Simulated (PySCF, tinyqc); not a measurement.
Worked calculation: CIS and TDHF on RHF in the 3-21g basis, for H3+, spin multiplicity 1. The lowest restricted solution is unstable here: a spin-polarised one lies 0.0023 hartree lower (PySCF). One step of it, computed by the program tinyqc.

Task: TDHF (RPA) triplet states. B(ia,jb) = - (ib|ja); the squared energies are the eigenvalues of (A - B)(A + B); 1 hartree = 27.211386 eV.

CIS matrix A, triplet (hartree), lower triangle:
```
,1>2,1>3,1>4,1>5,1>6
1>2,0.096565
1>3,0.000000,0.426237
1>4,0.000000,0.054671,1.210545
1>5,-0.079807,0.000000,0.000000,1.327238
1>6,0.000000,0.117856,0.026292,0.000000,1.320103
```

Two-electron integrals over orbitals (pq|rs), unique and non-zero (hartree):
```
p,q,r,s,(pq|rs)
1,1,1,1,0.523231
2,1,2,1,0.120932
2,2,1,1,0.416689
2,2,2,2,0.431842
3,1,1,1,0.081347
3,1,2,2,-0.018513
3,1,3,1,0.082480
3,2,2,1,-0.100868
3,2,3,2,0.109511
3,3,1,1,0.416783
3,3,2,2,0.380791
3,3,3,1,0.027067
3,3,3,3,0.379054
4,1,1,1,0.059519
4,1,2,2,0.072000
4,1,3,1,-0.013372
4,1,3,3,0.045006
4,1,4,1,0.047778
4,2,2,1,0.067430
4,2,3,2,-0.051773
4,2,4,2,0.078032
4,3,1,1,-0.054671
4,3,2,2,-0.059722
4,3,3,1,0.006548
4,3,3,3,-0.034748
4,3,4,1,-0.030045
4,3,4,3,0.035723
4,4,1,1,0.415730
4,4,2,2,0.426032
4,4,3,1,-0.014628
4,4,3,3,0.371919
4,4,4,1,0.083033
4,4,4,3,-0.072142
4,4,4,4,0.446773
5,1,2,1,0.048634
5,1,3,2,-0.039139
5,1,4,2,0.056581
5,1,5,1,0.041706
5,2,1,1,0.079807
5,2,2,2,0.096802
5,2,3,1,-0.018064
5,2,3,3,0.056554
5,2,4,1,0.058820
5,2,4,3,-0.048746
5,2,4,4,0.115399
5,2,5,2,0.080934
5,3,2,1,-0.028935
5,3,3,2,0.014937
5,3,4,2,-0.046885
5,3,5,1,-0.032447
5,3,5,3,0.034637
5,4,2,1,0.157726
5,4,3,2,-0.143641
5,4,4,2,0.107784
5,4,5,1,0.079576
5,4,5,3,-0.048155
5,4,5,4,0.240457
5,5,1,1,0.401969
5,5,2,2,0.428209
5,5,3,1,-0.027714
5,5,3,3,0.368198
5,5,4,1,0.086712
5,5,4,3,-0.071529
5,5,4,4,0.449100
5,5,5,2,0.118438
5,5,5,5,0.454433
6,1,1,1,-0.075643
6,1,2,2,-0.001067
6,1,3,1,-0.062331
6,1,3,3,-0.046967
6,1,4,1,-0.006926
6,1,4,3,-0.014518
6,1,4,4,0.002407
6,1,5,2,0.008152
6,1,5,5,0.008542
6,1,6,1,0.091088
6,2,2,1,0.028345
6,2,3,2,-0.016743
6,2,4,2,0.026979
6,2,5,1,0.018865
6,2,5,3,-0.018405
6,2,5,4,0.040622
6,2,6,2,0.014963
6,3,1,1,-0.117856
6,3,2,2,-0.047017
6,3,3,1,-0.056420
6,3,3,3,-0.065652
6,3,4,1,-0.028467
6,3,4,3,0.013234
6,3,4,4,-0.052518
6,3,5,2,-0.028410
6,3,5,5,-0.045491
6,3,6,1,0.072274
6,3,6,3,0.081381
6,4,1,1,-0.026292
6,4,2,2,0.025790
6,4,3,1,-0.043763
6,4,3,3,-0.002210
6,4,4,1,0.021261
6,4,4,3,-0.010225
6,4,4,4,0.029973
6,4,5,2,0.026077
6,4,5,5,0.039027
6,4,6,1,0.028603
6,4,6,3,0.021941
6,4,6,4,0.033232
6,5,2,1,0.046583
6,5,3,2,-0.046936
6,5,4,2,0.034187
6,5,5,1,0.026335
6,5,5,3,-0.012565
6,5,5,4,0.074051
6,5,6,2,0.009390
6,5,6,5,0.026450
6,6,1,1,0.543251
6,6,2,2,0.373755
6,6,3,1,0.136341
6,6,3,3,0.425620
6,6,4,1,0.048981
6,6,4,3,-0.030625
6,6,4,4,0.377791
6,6,5,2,0.052048
6,6,5,5,0.356566
6,6,6,1,-0.155157
6,6,6,3,-0.172638
6,6,6,4,-0.063726
6,6,6,6,0.671097
```

Give: TDHF matrix B, triplet; squared energies w^2; TDHF energies from the positive w^2.

Result:

TDHF matrix B, triplet (hartree), lower triangle:
```
,1>2,1>3,1>4,1>5,1>6
1>2,-0.1209
1>3,0.0000,-0.0825
1>4,0.0000,0.0134,-0.0478
1>5,-0.0486,0.0000,0.0000,-0.0417
1>6,0.0000,0.0623,0.0069,0.0000,-0.0911
```

squared energies w^2 (hartree^2): -0.0080  0.1545  1.4496  1.7705  1.7952

TDHF energies from the positive w^2 (eV): 10.6957  32.7625  36.2080  36.4591

A + B or A - B has a negative eigenvalue: the restricted solution is unstable towards a spin-polarised one, a negative w^2 means an imaginary energy, and the lowest roots have no physical meaning.
